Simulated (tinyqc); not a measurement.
Tunnelling through a thin dielectric with one trap, as a tight-binding chain: sweeps and comparisons. A value that a table varies takes the place of the one given here.

Hopping -t everywhere, t = c/(m a^2), c = hbar^2/2m0; lead sites at 2t (band bottom 0), barrier sites 1 to N at 2t + phi, and site j has U besides. No voltage. Leads give S = -t exp(ika) on sites 1 and N, cos(ka) = 1 - E/(2t). T = (2 t sin(ka))^2 |G_1N|^2, G = (E - H - S)^-1. In the barrier cosh(q a) = 1 + (phi - E)/(2t).

Resonance: the lowest eigenvalue of H + S(E), iterated until its real part equals E (40 rounds from Eb = phi + 2t - sqrt(4t^2 + U^2), the level in an endless barrier). With v the normalised squared amplitudes of that state, Gamma_L = 2 t sin(ka) v_1, Gamma_R = 2 t sin(ka) v_N; Breit-Wigner T = Gamma_L Gamma_R/((E - Er)^2 + (Gamma_L + Gamma_R)^2/4).

Constants: hbar^2/2m0 = 3.80998211 eV angstrom^2.

Inputs chosen for the exercise (barrier and mass of the size used for HfO2 on silicon; the results hold for these values, not for the real material):
- a = 2 angstrom (site spacing)
- m = 0.22 m0 (mass, the same in leads and barrier)
- phi = 1.49 eV (conduction edge of the barrier above that of the leads)
- N = 11 (barrier sites)
- j = 6 (site of the trap)
- U = -3.79 eV (extra energy on the trap site)
- E = 0.66 eV (electron energy)

## Transmission around the level

Er = 0.69428 eV

widths (meV): left 28.590, right 28.590

Energies Er + x (Gamma_L + Gamma_R).

T:
```
x     E (eV)     chain  Breit-Wigner   no trap
-8.0  0.2368  0.000421       0.00389  1.88e-05
-3.0  0.5227    0.0134        0.0270  0.000125
-1.0  0.6371     0.163         0.200  0.000246
-0.5  0.6657     0.453         0.500  0.000291
0.0   0.6943     0.997          1.00  0.000344
0.5   0.7229     0.572         0.500  0.000407
1.0   0.7515     0.261         0.200  0.000481
3.0   0.8658    0.0566        0.0270  0.000949
8.0   1.1517    0.0254       0.00389   0.00581
```

What does this show, and why?

At Er the chain gives 0.997, 2.9e+03 times the value without trap, and Breit-Wigner 1.00. In the wings the single pole gives 9.25 times the chain value at x = -8 and 0.153 times at x = 8, because the widths and the level shift change with energy.

## Where a trap does most harm

The trap is moved through the barrier. The area under the resonance, 2 pi Gamma_L Gamma_R/(Gamma_L + Gamma_R), sets the current through it.

Against position:
```
j  Er (eV)  Gamma_L (meV)  Gamma_R (meV)    peak  area (meV)
3   0.6425            360           1.97  0.0217        12.3
4   0.6829            157           5.17   0.124        31.4
5   0.6925           66.9           12.2   0.522        65.0
6   0.6943           28.6           28.6    1.00        89.8
7   0.6925           12.2           66.9   0.522        65.0
8   0.6829           5.17            157   0.124        31.4
9   0.6425           1.97            360  0.0217        12.3
```

What can be read from the table?

The area is largest at j = 6 (89.8 meV) and 7.28 times smaller at j = 3: the slower of the two steps limits the current, so traps in the middle carry most. Each site towards a lead multiplies its width by about 2.34, close to exp(2 q a) = 2.34 at Eb. Widths above about a third of phi - Er, as next to the leads here, are past the single-pole picture.

## Direct against trap-assisted paths

N odd, the trap in the middle, j = (N + 1)/2. Direct T is that without trap at the energy Er; area = 2 pi Gamma_L Gamma_R/(Gamma_L + Gamma_R). The exponents are the slopes of the logarithms between the last two rows, per angstrom.

Against thickness:
```
N   N a (angstrom)  Er (eV)  direct T  area (meV)
5             10.0   0.5182    0.0335    1.01e+03
7             14.0   0.6536   0.00883         482
9             18.0   0.6864   0.00181         210
11            22.0   0.6943  0.000344        89.8
13            26.0   0.6962  6.35e-05        38.3
15            30.0   0.6967  1.17e-05        16.3
17            34.0   0.6968  2.13e-06        6.98
```

exponents (1/angstrom): direct 0.4245, through the trap 0.2127

What does this show, and why?

The direct path falls as exp(-0.425 d) and the path through a central trap as exp(-0.213 d), 2.00 times more slowly, since each step crosses half the layer. From 5 to 17 sites the first loses 4.2 decades and the second 2.2: in thicker layers even few traps rule the leakage. Inelastic capture with phonons is left out.

## What each parameter does

Resonance and log10 T at E. Each row changes one parameter from the base and keeps the others.

Results:
```
case           Er (eV)  Gamma_L (meV)  Gamma_R (meV)  log10 T
base            0.6943          28.59          28.59   -0.439
m = 0.202 m0    0.7556          38.78          38.78   -0.995
phi = 1.59 eV   0.7963          28.85          28.85   -1.595
N = 12          0.6954          28.56          12.21   -0.741
j = 5           0.6925          66.93          12.23   -0.555
U = -3.676 eV   0.7409          31.16          31.16   -1.019
```

What can be read from the table?

The largest shifts from the base row, up to three for each result and ties (the steps differ in size, so this ranks the rows, not the parameters). Er (eV): phi +0.1021, m +0.0613, U +0.0466. Gamma_L (meV): j +38.3, m +10.2, U +2.57. Gamma_R (meV): N -16.4, j -16.4, m +10.2. log10 T: phi -1.156, U -0.581, m -0.557.

Program tinyqc; command `OMP_NUM_THREADS=1 python tinyqc.py 1482006 1482007 out.jsonl`; about 0.06 s on one thread of a shared Intel(R) Xeon(R) Processor @ 2.30GHz.
